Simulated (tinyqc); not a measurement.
Plane-wave Kohn-Sham cycle with exchange-only LDA in a layered model solid, step by step. Computed by tinyqc, a small Python program that keeps every step. Settings: points = 16, plane-wave index or count = 3, electrons = 2, k points = 4, area = 34.0, mixing = 0.5, iteration cap = 55. Command: `OMP_NUM_THREADS=1 python tinyqc.py 22035 22036 out.jsonl` (the two numbers bound the seeds that draw the settings). One thread of a shared host (Intel(R) Xeon(R) Processor @ 2.60GHz), about 0.01 s of CPU time with the checks. Later iterations appear only in the table of the cycle.

## Iteration 1: potential

A solid whose potential varies along x alone (atomic units):
```
parameter                      value
period a                   12.100000
cross-section of the cell  34.000000
electrons per cell                 2
grid points                       16
plane waves -n..n, n               3
k points                           4
V1 in V1 cos(2 pi x/a)     -0.530000
V2 in V2 cos(4 pi x/a)     -0.190000
```

density at the start, on the grid x_j = j a/N (e/bohr^3): 0.00486145  0.00486145  0.00486145  0.00486145  0.00486145  0.00486145  0.00486145  0.00486145  0.00486145  0.00486145  0.00486145  0.00486145  0.00486145  0.00486145  0.00486145  0.00486145

V_H(G) = 4 pi rho(G)/G^2 for G != 0 (uniform background); v_x = -(3 rho/pi)^(1/3); V = V_ext + V_H + v_x; Fourier components f(G_m) = (1/N) sum_j f(x_j) exp(-i G_m x_j).

Potentials on the grid (hartree):
```
x              V_ext       V_H        v_x          V
0.000000   -0.720000  0.000000  -0.166819  -0.886819
0.756250   -0.624006  0.000000  -0.166819  -0.790826
1.512500   -0.374767  0.000000  -0.166819  -0.541586
2.268750   -0.068472  0.000000  -0.166819  -0.235291
3.025000    0.190000  0.000000  -0.166819   0.023181
3.781250    0.337173  0.000000  -0.166819   0.170353
4.537500    0.374767  0.000000  -0.166819   0.207948
5.293750    0.355306  0.000000  -0.166819   0.188487
6.050000    0.340000  0.000000  -0.166819   0.173181
6.806250    0.355306  0.000000  -0.166819   0.188487
7.562500    0.374767  0.000000  -0.166819   0.207948
8.318750    0.337173  0.000000  -0.166819   0.170353
9.075000    0.190000  0.000000  -0.166819   0.023181
9.831250   -0.068472  0.000000  -0.166819  -0.235291
10.587500  -0.374767  0.000000  -0.166819  -0.541586
11.343750  -0.624006  0.000000  -0.166819  -0.790826
```

V(G_m), m = 0, 1, 2, ... (hartree): -0.166819  -0.265000  -0.095000  0.000000  0.000000  0.000000  0.000000

## Iteration 1: Hamiltonian at one k

k = 0.125000 2 pi / a

H(m,m') = (k + G_m)^2/2 delta + V(G_m - G_m'), with V(-G) = V(G).

H (hartree):
```
           -3         -2         -1         +0         +1         +2         +3
-3   0.947564  -0.265000  -0.095000   0.000000   0.000000   0.000000   0.000000
-2  -0.265000   0.307163  -0.265000  -0.095000   0.000000   0.000000   0.000000
-1  -0.095000  -0.265000  -0.063596  -0.265000  -0.095000   0.000000   0.000000
+0   0.000000  -0.095000  -0.265000  -0.164712  -0.265000  -0.095000   0.000000
+1   0.000000   0.000000  -0.095000  -0.265000   0.003814  -0.265000  -0.095000
+2   0.000000   0.000000   0.000000  -0.095000  -0.265000   0.441984  -0.265000
+3   0.000000   0.000000   0.000000   0.000000  -0.095000  -0.265000   1.149797
```

## Iteration 1: levels at that k

Diagonalise the Hermitian matrix.

eigenvalues (hartree): -0.615426  -0.129976  0.172388  0.393681  0.518596  1.043944  1.238807

## Iteration 1: new density

Motion across x is left out: the lowest 1 band(s) hold two electrons at each of the k points (j + 1/2)/nk - 1/2. Residual R = rho(out) - rho(in); rho(new) = rho(in) + 0.5 R. rho(out) = 2/(a A nk) sum |psi|^2 with psi = sum c exp(i G x). Harris energy E = band energy - dV sum rho (V_H/2 + v_x) + (3/4) dV sum rho v_x with rho(in), dV = a A/N, band energy = (2/nk) sum of the filled levels.

rho(out) (e/bohr^3): 0.02281390  0.01748539  0.00773542  0.00190806  0.00028484  0.00005018  0.00001793  0.00000217  0.00000133  0.00000217  0.00001793  0.00005018  0.00028484  0.00190806  0.00773542  0.01748539

density after iteration 1 (e/bohr^3): 0.01383768  0.01117342  0.00629843  0.00338476  0.00257314  0.00245581  0.00243969  0.00243181  0.00243139  0.00243181  0.00243969  0.00245581  0.00257314  0.00338476  0.00629843  0.01117342

energy per cell = -1.14692613 hartree

## Iteration 2: potential

As before.

Potentials on the grid (hartree):
```
x              V_ext        V_H        v_x          V
0.000000   -0.720000   0.237420  -0.236417  -0.718997
0.756250   -0.624006   0.206883  -0.220150  -0.637273
1.512500   -0.374767   0.132334  -0.181859  -0.424292
2.268750   -0.068472   0.046119  -0.147854  -0.170207
3.025000    0.190000  -0.030780  -0.134941   0.024279
3.781250    0.337173  -0.091611  -0.132858   0.112703
4.537500    0.374767  -0.135202  -0.132567   0.106997
5.293750    0.355306  -0.161391  -0.132424   0.061491
6.050000    0.340000  -0.170124  -0.132416   0.037460
6.806250    0.355306  -0.161391  -0.132424   0.061491
7.562500    0.374767  -0.135202  -0.132567   0.106997
8.318750    0.337173  -0.091611  -0.132858   0.112703
9.075000    0.190000  -0.030780  -0.134941   0.024279
9.831250   -0.068472   0.046119  -0.147854  -0.170207
10.587500  -0.374767   0.132334  -0.181859  -0.424292
11.343750  -0.624006   0.206883  -0.220150  -0.637273
```

V(G_m), m = 0, 1, 2, ... (hartree): -0.158384  -0.188468  -0.091441  -0.001073  0.000101  0.000435  0.000179

## Iteration 2: Hamiltonian at one k

k = 0.125000 2 pi / a

As before.

H (hartree):
```
           -3         -2         -1         +0         +1         +2         +3
-3   0.956000  -0.188468  -0.091441  -0.001073   0.000101   0.000435   0.000179
-2  -0.188468   0.315598  -0.188468  -0.091441  -0.001073   0.000101   0.000435
-1  -0.091441  -0.188468  -0.055161  -0.188468  -0.091441  -0.001073   0.000101
+0  -0.001073  -0.091441  -0.188468  -0.156277  -0.188468  -0.091441  -0.001073
+1   0.000101  -0.001073  -0.091441  -0.188468   0.012250  -0.188468  -0.091441
+2   0.000435   0.000101  -0.001073  -0.091441  -0.188468   0.450419  -0.188468
+3   0.000179   0.000435   0.000101  -0.001073  -0.091441  -0.188468   1.158232
```

## Iteration 2: levels at that k

As before.

eigenvalues (hartree): -0.471784  -0.045914  0.120681  0.366477  0.494528  1.009598  1.207475

## Iteration 2: new density

As before.

rho(out) (e/bohr^3): 0.02185270  0.01705441  0.00804115  0.00228801  0.00044575  0.00009784  0.00003234  0.00000554  0.00000039  0.00000554  0.00003234  0.00009784  0.00044575  0.00228801  0.00804115  0.01705441

density after iteration 2 (e/bohr^3): 0.01784519  0.01411391  0.00716979  0.00283638  0.00150945  0.00127682  0.00123602  0.00121867  0.00121589  0.00121867  0.00123602  0.00127682  0.00150945  0.00283638  0.00716979  0.01411391

energy per cell = -0.94575149 hartree

## Convergence

Stop when sqrt(dV sum R^2) is below 1e-8, dV = a A/N.

Course of the cycle:
```
iteration  E (hartree)  norm of the residual
1          -1.14692613              1.51e-01
2          -0.94575149              7.01e-02
3          -0.89946426              3.16e-02
4          -0.89043380              1.41e-02
5          -0.88894713              6.41e-03
6          -0.88879117              2.99e-03
7          -0.88881290              1.45e-03
8          -0.88883568              7.32e-04
9          -0.88884630              3.80e-04
10         -0.88885031              2.01e-04
11         -0.88885166              1.07e-04
...                ...                   ...
16         -0.88885225              4.71e-06
17         -0.88885225              2.51e-06
18         -0.88885225              1.33e-06
19         -0.88885225              7.06e-07
20         -0.88885225              3.74e-07
21         -0.88885225              1.97e-07
22         -0.88885225              1.04e-07
23         -0.88885225              5.47e-08
24         -0.88885225              2.87e-08
25         -0.88885225              1.51e-08
26         -0.88885225              7.89e-09
```

Converged in 26 iterations. Before convergence this energy mixes input and output and is not variational, so it may rise towards its limit.
